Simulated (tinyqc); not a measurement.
Inside a calculation. Method: plane-wave Kohn-Sham cycle with exchange-only LDA in a layered model solid. One step of it, computed by the program tinyqc.

Task: Iteration 2: levels at that k. Diagonalise the Hermitian matrix.

H (hartree), lower triangle:
```
           -3         -2         -1         +0         +1         +2        +3
-3   1.041309
-2  -0.211056   0.320373
-1  -0.000416  -0.211056  -0.080146
+0  -0.001838  -0.000416  -0.211056  -0.160250
+1  -0.000133  -0.001838  -0.000416  -0.211056   0.080062
+2   0.000259  -0.000133  -0.001838  -0.000416  -0.211056   0.640789
+3   0.000101   0.000259  -0.000133  -0.001838  -0.000416  -0.211056  1.521932
```

Give: eigenvalues.

Result:

eigenvalues (hartree): -0.4199  -0.0966  0.1585  0.3774  0.6719  1.1013  1.5714
